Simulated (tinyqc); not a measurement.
Inversion-layer mobility, back-scattering and ballistic limit of a field-effect transistor: one step, computed by the program tinyqc. Command: `OMP_NUM_THREADS=1 python tinyqc.py 3000060 3000061 out.jsonl mos walk`. One thread of a shared host (Intel(R) Xeon(R) Processor @ 2.30GHz), about 0.01 s of CPU time with the checks.

The charge at the top of the source barrier is fixed by the gate; series resistance and short-channel effects are left out. F_j are Fermi integrals normalised to exp(eta) in the classical limit.

Question. Back-scattering. F_j(eta) = (1/Gamma(j + 1)) int_0^infinity x^j/(1 + exp(x - eta)) dx, F_0 = ln(1 + exp(eta)). Integrals over x = E/(k_B T) use 160 Gauss-Legendre points in u = sqrt(x) from 0 to sqrt(max(eta, 0) + 32). Ballistic channel: N_2D = g_v m k_B T/(pi hbar^2), U = e V_D/(k_B T); eta_F solves N_inv = (N_2D/2)[F_0(eta_F) + F_0(eta_F - U)]; v_T = sqrt(2 k_B T/(pi m)); I/W = e (N_2D/2) v_T [F_1/2(eta_F) - F_1/2(eta_F - U)]; injection velocity v_T F_1/2(eta_F)/F_0(eta_F). Mean free path lambda = (2 k_B T/e)(mu/v_T) F_0(eta_0)/F_-1/2(eta_0), with eta_0 from N_inv = N_2D F_0(eta_0); critical length l = L (1 + U)^(-a), an empirical rule; back-scattering r = l/(l + lambda). Then eta solves N_inv = (N_2D/2)[(1 + r) F_0(eta) + (1 - r) F_0(eta - U)] and I/W = e (N_2D/2) v_T (1 - r)[F_1/2(eta) - F_1/2(eta - U)]. Ballistic ratio: I over the ballistic current. Apparent mobility 1/(1/mu + 1/mu_B), mu_B = mu L/lambda.

Inputs (values chosen for the exercise, modelled on a silicon p-channel):
```
quantity                           value  unit
transport mass m                    0.29   m_0
valley degeneracy g_v                  1     -
drain voltage V_D                   0.05     V
channel length L                      17    nm
exponent a of the critical length   0.81     -
temperature T                        300     K
```

Statistics at the top of the barrier: Fermi-Dirac.

inversion density N_inv = 1.020920e+12 1/cm^2

effective mobility mu = 104.5395 cm^2/(V s)

Constants: m_0 = 9.1093837015e-31 kg; k_B = 1.380649e-23 J/K; hbar = 1.054571817e-34 J s; k_B = 8.617333262e-05 eV/K; e = 1.602176634e-19 C.

Give: eta_0; mean free path lambda; critical length l; back-scattering coefficient r; current I/W; ballistic ratio; apparent low-field mobility.

Answer.

eta_0 = -0.95347

mean free path lambda = 5.7785 nm

critical length l = 7.1088 nm

back-scattering coefficient r = 0.55161

current I/W = 39.863 microampere/micrometre

ballistic ratio = 0.32204

apparent low-field mobility = 78.020 cm^2/(V s)

L/lambda = 2.94, but at this drain voltage only the first 7.11 nm can return a carrier to the source, so the device works at 32 % of its ballistic limit.
